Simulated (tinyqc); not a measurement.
UHF in the sto-3g basis, for H3, spin multiplicity 2, step by step. One step of it, computed by the program tinyqc.

Problem. Iteration 3: building the Fock matrix. J_ij = sum D_kl (ij|kl) with D = D(alpha) + D(beta), K_ij = sum D_kl (ik|jl) for each spin; F = H + J - K(s); E = tr D H + tr D J / 2 - 0.5 sum_s tr D(s) K(s) + E_nn.

D(alpha) after iteration 2, lower triangle:
```
          1H 1s      2H 1s     3H 1s
1H 1s  0.164040
2H 1s  0.177751   0.865502
3H 1s  0.177623  -0.480656  0.865684
```

D(beta) after iteration 2, lower triangle:
```
          1H 1s     2H 1s     3H 1s
1H 1s  0.393774
2H 1s  0.189869  0.091551
3H 1s  0.189813  0.091524  0.091497
```

core Hamiltonian H = T + V (hartree), lower triangle:
```
           1H 1s      2H 1s      3H 1s
1H 1s  -1.490577
2H 1s  -0.898419  -1.330210
3H 1s  -0.898320  -0.480624  -1.330169
```

Two-electron integrals (ij|kl) in chemists' order, unique and non-zero (hartree):
```
(11|11) 0.774606   (21|11) 0.308386   (21|21) 0.157038   (22|11) 0.477390
(22|21) 0.308386   (22|22) 0.774606   (31|11) 0.308344   (31|21) 0.128100
(31|22) 0.206797   (31|31) 0.157001   (32|11) 0.137075   (32|21) 0.070015
(32|22) 0.137948   (32|31) 0.070007   (32|32) 0.037555   (33|11) 0.477361
(33|21) 0.206812   (33|22) 0.346035   (33|31) 0.308344   (33|32) 0.137948
(33|33) 0.774606
```

nuclear repulsion = 1.40924055 hartree

Give: Coulomb J; exchange K(alpha); exchange K(beta); F(alpha); F(beta); total energy of this density.

Solution.

Coulomb J (hartree), lower triangle:
```
       1H 1s  2H 1s  3H 1s
1H 1s  1.693
2H 1s  0.820  1.610
3H 1s  0.820  0.414  1.610
```

exchange K(alpha) (hartree), lower triangle:
```
       1H 1s  2H 1s  3H 1s
1H 1s  0.495
2H 1s  0.405  0.731
3H 1s  0.405  0.174  0.731
```

exchange K(beta) (hartree), lower triangle:
```
       1H 1s  2H 1s  3H 1s
1H 1s  0.591
2H 1s  0.352  0.305
3H 1s  0.352  0.216  0.305
```

F(alpha) (hartree), lower triangle:
```
        1H 1s   2H 1s   3H 1s
1H 1s  -0.293
2H 1s  -0.483  -0.451
3H 1s  -0.483  -0.240  -0.451
```

F(beta) (hartree), lower triangle:
```
        1H 1s   2H 1s   3H 1s
1H 1s  -0.389
2H 1s  -0.430  -0.025
3H 1s  -0.430  -0.282  -0.025
```

total energy of this density = -1.49145 hartree
